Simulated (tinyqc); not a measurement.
Cyclotron resonance of ellipsoidal valleys, Ge type: one step. Line shape. Three cases, with inputs chosen for the exercise.

Question. For linear polarisation and one isotropic mass the absorbed power goes as P = [1 + (w^2 + wc^2) tau^2]/([1 + (wc^2 - w^2) tau^2]^2 + 4 w^2 tau^2), w = 2 pi nu. List it for wc/w = 0, 0.5, 0.8, 0.9, 1, 1.1, 1.2, 1.5 and 2, which is B over the resonance field.

Case 1.

Values chosen (out of a larger set: near those of Ge; not measured data): nu = 140 GHz (microwave frequency); tau = 5 ps (scattering time).

Case 2.

Values chosen (out of a larger set: near those of Ge; not measured data): nu = 24 GHz (microwave frequency); tau = 19 ps (scattering time).

Case 3.

Values chosen (out of a larger set: near those of Ge; not measured data): nu = 70 GHz (microwave frequency); tau = 9.5 ps (scattering time).

Give: w tau; Power.

Answer.

Case 1.

w tau = 4.398

Power:
```
wc/w        P
0.0   0.04915
0.5   0.09690
0.8    0.2897
0.9    0.4260
1.0    0.5064
1.1    0.4247
1.2    0.2872
1.5   0.08978
2.0   0.02743
```

The largest listed value lies at wc/w = 1.0, 10.3 times the zero-field value. With w tau well above 1 the line is sharp, of relative half width about 1/(w tau). The closest two lines of this crystal are 14.7 % apart, so they merge at this w tau.

Case 2.

w tau = 2.865

Power:
```
wc/w        P
0.0    0.1086
0.5    0.1895
0.8    0.3945
0.9    0.4784
1.0    0.5148
1.1    0.4755
1.2    0.3887
1.5    0.1734
2.0   0.06097
```

The largest listed value lies at wc/w = 1.0, 4.7 times the zero-field value. The line is broad: its full width in wc/w is about 2/(w tau) = 0.70. The closest two lines of this crystal are 51.9 % apart, so they are resolved.

Case 3.

w tau = 4.178

Power:
```
wc/w        P
0.0   0.05418
0.5    0.1056
0.8    0.3031
0.9    0.4335
1.0    0.5071
1.1    0.4321
1.2    0.3003
1.5   0.09774
2.0   0.03025
```

The largest listed value lies at wc/w = 1.0, 9.4 times the zero-field value. With w tau well above 1 the line is sharp, of relative half width about 1/(w tau). The closest two lines of this crystal are 41.3 % apart, so they are resolved.

Computed by tinyqc, one run a case: `OMP_NUM_THREADS=1 python tinyqc.py N N+1 out.jsonl` with N = 1252089, 1252432, 1252609; one thread of a shared Intel(R) Xeon(R) Processor @ 2.30GHz, about 0.01 s a run at most.
